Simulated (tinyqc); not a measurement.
Speciation in dilute and buffered hydrofluoric acid, oxide etch rate and bath loading: one step, computed by the program tinyqc.

Concentrations stand for activities, NH4+ and Cl- are spectators, and water ionisation is neglected. H, F and HF2 denote the ions H+, F- and HF2-. The base temperature is 298 K.

Task: Etch rate. Rate = k_a ([HF] + 2 [H2F2]) + k_b [HF2], an empirical two-term form. Time = oxide/rate; a temperature error changes the rate by exp((E_a/k_B)(1/298 - 1/(298 + error))) - 1.

Inputs (values chosen for the exercise, of the order of those for thermal oxide at room temperature):

| quantity | value | unit |
|---|---|---|
| rate constant of neutral HF k_a | 8.4 | nm L/(min mol) |
| rate constant of HF2 k_b | 63 | nm L/(min mol) |
| activation energy | 0.33 | eV |
| temperature error | 1.8 | K |
| oxide removed per wafer | 1.1 | nm |

[HF] = 0.05548340 mol/L

[H2F2] = 0 mol/L

[HF2] = 8.396105e-05 mol/L

Constants: k_B = 8.617333262e-05 eV/K.

Give: etch rate; share of HF2 in the rate; etch time; rate change from the temperature error.

Result:

etch rate = 0.4714 nm/min

share of HF2 in the rate = 1.122 %

etch time = 140.0 s

rate change from the temperature error = 8.021 %
